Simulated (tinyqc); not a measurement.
Changing the solid interaction L_S: binary melting diagram from solution models of liquid and solid. Computed by tinyqc, a small Python program. Command: `OMP_NUM_THREADS=1 python tinyqc.py 3017910 3017911 out.jsonl melt sweep`. One thread of a shared host (Intel(R) Xeon(R) Processor @ 2.30GHz), about 0.01 s of CPU time with the checks.

x is the fraction of B. In a phase with interaction L: mu_A = G_A + R T ln(1 - x) + L x^2, mu_B = G_B + R T ln x + L (1 - x)^2. Melting: G(liquid) - G(solid) = H (1 - T/T_m) for each pure component.

Inputs (values chosen for the exercise, modelled on Si-Ge):
```
quantity                              value    unit
melting point T_A                      1687       K
melting point T_B                      1211       K
heat of melting H_A                    49.8  kJ/mol
heat of melting H_B                    36.2  kJ/mol
liquid interaction L_L                    6  kJ/mol
position of T, (T - T_A)/(T_B - T_A)   0.45       -
dilute content c0 of B                0.021       -
growth number V delta/D               0.095       -
```

Diagram: complete solid solution (lens).

Constants: R = 8.314462618 J/(mol K).

Method:
- T = T_A + u (T_B - T_A). The ideal solution has k_A = exp(dG_A/(R T)) = (1 - xs)/(1 - xl) and k_B = exp(dG_B/(R T)) = xs/xl, so xl = (1 - k_A)/(k_B - k_A).
- Equal potentials: F_A = dG_A + R T ln[(1 - xl)/(1 - xs)] + L_L xl^2 - L_S xs^2 = 0, F_B = dG_B + R T ln(xl/xs) + L_L (1 - xl)^2 - L_S (1 - xs)^2 = 0. Newton steps from the ideal values with the exact Jacobian, halved if x would leave (0, 1); stop below 1e-12, residuals under 1e-7 shown as 0.
- At T_A, k0 = exp[(dG_B(T_A) + L_L - L_S)/(R T_A)]; van 't Hoff: m_L = -R T_A^2 (1 - k0)/H_A per unit fraction. Burton-Prim-Slichter: k_eff = k0/[k0 + (1 - k0) exp(-V delta/D)]. Freezing range of c0: |m_L| c0 |1 - k0|/k0.

One run for each value:
```
solid interaction L_S (kJ/mol)  liquidus xl  solidus xs  partition coefficient k0  liquidus slope m_L (K)
0.0                                 0.71987     0.39483                   0.55618                 -210.88
1.5                                 0.69707     0.36635                   0.49977                 -237.69
3.0                                 0.67425     0.33653                   0.44908                 -261.77
4.5                                 0.65191     0.30586                   0.40354                 -283.41
6.0                                 0.63055     0.27502                   0.36261                 -302.86
7.5                                 0.61056     0.24475                   0.32583                 -320.33
9.0                                 0.59224     0.21579                   0.29279                 -336.04
10.0                                0.58104     0.19752                   0.27264                 -345.61
12.0                                0.56110     0.16410                   0.23641                 -362.82
```

Over the rows, liquidus xl falls from 0.720 to 0.561; solidus xs falls from 0.395 to 0.164; partition coefficient k0 falls from 0.556 to 0.236. ln k0 falls by 0.0713 per kJ/mol, which is 1/(R T_A): a solid that mixes less willingly rejects more solute.
